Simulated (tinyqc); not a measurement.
Specific resistance of a metal-semiconductor contact and its transmission-line measurement: one step, computed by the program tinyqc. Command: `OMP_NUM_THREADS=1 python tinyqc.py 3000446 3000447 out.jsonl contact walk`. One thread of a shared host (Intel(R) Xeon(R) Processor @ 2.30GHz), about 0.01 s of CPU time with the checks.

The barrier is parabolic (depletion approximation), energies E are normal energies counted from the band edge in the neutral semiconductor (downwards for holes), and the bias is zero. xi is an input, held fixed when other inputs move.

Task: Tunnelling energy and barrier. E_00 = (e hbar/2) sqrt(N/(eps eps_0 m)); band bending E_b = phi_B + xi; depletion width w = sqrt(2 eps eps_0 E_b/(e^2 N)). Image lowering d_phi = (e^3 N E_b/(8 pi^2 (eps eps_0)^3))^(1/4) (E_b in volts), and E_b - d_phi replaces E_b everywhere except in w.

Inputs (values chosen for the exercise, modelled on n-type In0.53Ga0.47As):

| quantity | value | unit |
|---|---|---|
| tunnelling mass m | 0.039 | m_0 |
| permittivity eps | 13.9 | - |
| barrier height phi_B | 0.22 | eV |
| doping N | 8e+17 | 1/cm^3 |
| Fermi level above the band edge in the bulk, xi | 0.047 | eV |
| temperature T | 200 | K |

Image-force lowering: included.

Constants: hbar = 1.054571817e-34 J s; eps_0 = 8.8541878128e-12 F/m; m_0 = 9.1093837015e-31 kg; k_B = 8.617333262e-05 eV/K; e = 1.602176634e-19 C.

Give: E_00; E_00/k_B T; depletion width; barrier used, above the bulk band edge.

Result:

E_00 = 22.55 meV

E_00/k_B T = 1.309

depletion width = 22.64 nm

barrier used, above the bulk band edge = 0.2176 eV

By the usual rule this is thermionic-field emission (0.5 to 5 k_B T).
